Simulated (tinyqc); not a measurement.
Length of a polyene: Hueckel, PPP and singles CI along the polyenes. Computed by the program tinyqc. 

All-trans chains of carbon centres 1.40 angstrom apart:
```
parameter,value
"beta (eV), times 1 +/- alternation",-2.340000
alternation,0.100000
W (eV),11.160000
gamma_rr (eV),10.320000
repulsion formula,Ohno
```

Hueckel uses the same beta without repulsion; CIS keeps all single excitations and so misses the low, doubly excited 2Ag state. W is the valence ionisation energy of a centre, MN the Mataga-Nishimoto formula, f the oscillator strength.

Gaps and excitations (eV):
```
centres,Hueckel gap,PPP orbital gap,bright singlet (CIS),f,lowest triplet (CIS)
2,5.1480,12.4332,6.6654,0.5715,3.6306
4,3.4561,10.0293,5.2854,1.0452,2.6818
6,2.6827,8.8298,4.4892,1.4489,2.2328
8,2.2463,8.1287,3.9862,1.8088,1.9947
10,1.9682,7.6792,3.6471,2.1385,1.8555
12,1.7768,7.3729,3.4079,2.4490,1.7680
```

The Hueckel gap tends to 4 x alternation x |beta| = 0.94 eV for long chains. Exchange opens the PPP orbital gap, and the attraction of electron and hole brings the bright state 3.97 eV below it at 12 centres; the triplet lies 1.64 eV lower still.
